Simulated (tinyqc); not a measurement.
# Worked calculation: elastic trap-assisted tunnelling through a dielectric

Numbers from tinyqc (`OMP_NUM_THREADS=1 python tinyqc.py 2370085 2370086 out.jsonl`; about 0.04 s on one thread of a shared Intel Xeon 2.30GHz). Printed values are rounded.

Emitter at x = 0 (Fermi level 0), collector at x = t (Fermi level -V), band edge U(x) = phi - F x, F = V/t. A trap at x has the energy E = U(x) - Et. With G(u) = (4/(3 F)) sqrt(mo/C) max(u, 0)^1.5, C = hbar^2/(2 m0): S1 = G(phi - E) - G(Et), S2 = G(Et) - G(phi - V - E), T1,2 = exp(-S1,2). The steady rate through one trap is nu T1 T2 (f1 - f2)/(T1 + T2), f1 = f(E), f2 = f(E + V), f(y) = 1/(1 + exp(y/Vt)); both contacts offer states at E.

Values chosen for this exercise; dielectric values close to those of silicon dioxide:
- T = 300 K (temperature)
- phi = 3.18 eV (barrier above the emitter Fermi level)
- mo = 0.51 m0 (tunnelling mass)
- t = 4.3 nm (thickness)
- Et = 3.01 eV (trap depth below the band edge of the dielectric)
- Nt = 2.9e18 cm^-3 (trap density)
- nu = 1e13 1/s (attempt frequency)
- n = 11 (points of the grid)
- V = 1.11 V (voltage)
- xa = 1.57 nm (left end of the grid)
- xb = 2.52 nm (right end of the grid)

Constants: q = 1.602176634e-19 C, kB = 1.380649e-23 J/K, hbar = 1.054571817e-34 J s, m0 = 9.1093837015e-31 kg, Vt = kB T/q, hbar^2/(2 m0) = 0.0380998212 eV nm^2. Results are converted to the units shown.

Range of the model: Phonon-assisted (inelastic) capture, chains of traps and a spread of trap depths are left out.

## Rate through a trap near the best position

n equally spaced x from xa to xb, where nearly all of the current flows; J = q Nt times the integral of the rate, by Simpson's rule.

```
point	x (nm)	E (eV)	S1	S2	f1 - f2	rate (1/s)
0	1.57000	-0.235279	20.5879	32.5421	0.999888	0.0736397
1	1.66500	-0.259802	21.8749	31.4838	0.999957	0.212183
2	1.76000	-0.284326	23.1664	30.4200	0.999983	0.614416
3	1.85500	-0.308849	24.4626	29.3506	0.999994	1.77806
4	1.95000	-0.333372	25.7633	28.2756	0.999997	4.85494
5	2.04500	-0.357895	27.0686	27.1952	0.999999	8.21994
6	2.14000	-0.382419	28.3783	26.1093	1.00000	4.29244
7	2.23500	-0.406942	29.6926	25.0180	1.00000	1.26071
8	2.33000	-0.431465	31.0114	23.9213	1.00000	0.340046
9	2.42500	-0.455988	32.3347	22.8191	1.00000	0.0906089
10	2.52000	-0.480512	33.6625	21.7116	1.00000	0.0240194
```

J = 9.79133e-8 A/cm^2

A converged quadrature gives 9.617e-8 A/cm^2; this grid is 1.8 % above that. The rate peaks at x = 2.04 nm; traps sink below the emitter Fermi level beyond x = 0.659 nm.

## The best-placed trap against direct tunnelling

xs = 2.04 nm

At x = xs: E, S1, S2 and the occupation (T1 f1 + T2 f2)/(T1 + T2). Direct tunnelling at E = 0 has S = (4/(3 F)) sqrt(mo/C) [phi^1.5 - max(phi - V, 0)^1.5].

E = -0.356605 eV
S1 = 26.9997
S2 = 27.2522
occupation = 0.562789
S of direct tunnelling = 50.8827

The harder of the two steps has S = 27.3, 53.6 % of the direct exponent: the trap splits one long tunnelling path into two short ones.
